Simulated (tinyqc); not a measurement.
Field-effect mobility of a thin-film transistor with band-tail and deep states (multiple trapping): one step, computed by the program tinyqc.

A thick film in accumulation at small drain voltage. Only free electrons move; trapped ones still screen the gate. N_c and mu_0 are held fixed when T changes, leaving out the T^(3/2) growth of N_c. x = E_0 - psi is the distance of the Fermi level below the band edge.

Question. Free and trapped densities. F_j(eta) = int_0^infinity x^j/(1 + exp(x - eta)) dx, without a gamma-function factor. Integrals over x = E/(k_B T) use 160 Gauss-Legendre points in u = sqrt(x) from 0 to sqrt(max(eta, 0) + 32). Free n(x) = N_c (2/sqrt(pi)) F_1/2(-x/k_B T), with F_1/2 from its two-term series in exp(-x/k_B T) for x >= 12 k_B T; tail n_t(x) = int_0^1.2eV g_t exp(-E/E_t)/(1 + exp((x - E)/k_B T)) dE, E counted down from the edge, 120 Gauss-Legendre points; deep charge g_d psi; space charge rho(psi) = n + n_t + g_d psi less its value at psi = 0.

Inputs (values chosen for the exercise, modelled on amorphous silicon): effective density of states N_c = 2e+20 1/cm^3; tail density at the edge g_t = 1.1e+22 1/(eV cm^3); tail width E_t = 41 meV; temperature T = 300 K.

Deep states: included.

Constants: k_B = 8.617333262e-05 eV/K.

Give: Local densities at x = 0.4, 0.3, 0.2, 0.15, 0.1, 0.05, 0 and -0.05 eV.

Answer.

Local densities at x = 0.4, 0.3, 0.2, 0.15, 0.1, 0.05, 0 and -0.05 eV:
```
x (eV)  n (1/cm^3)  n_t (1/cm^3)  n/(n + n_t)
0.40     3.814e+13     5.630e+16    6.769e-04
0.30     1.825e+15     6.399e+17    2.844e-03
0.20     8.732e+16     7.079e+18    1.218e-02
0.15     6.035e+17     2.278e+19    2.581e-02
0.10     4.149e+18     6.900e+19    5.672e-02
0.05     2.754e+19     1.805e+20    1.324e-01
0.00     1.530e+20     3.403e+20    3.102e-01
-0.05    5.456e+20     4.278e+20    5.605e-01
```

E_t/k_B T = 1.59: deep in the tail n_t follows exp(-x/E_t), more slowly than n, so the free share grows as the Fermi level rises.
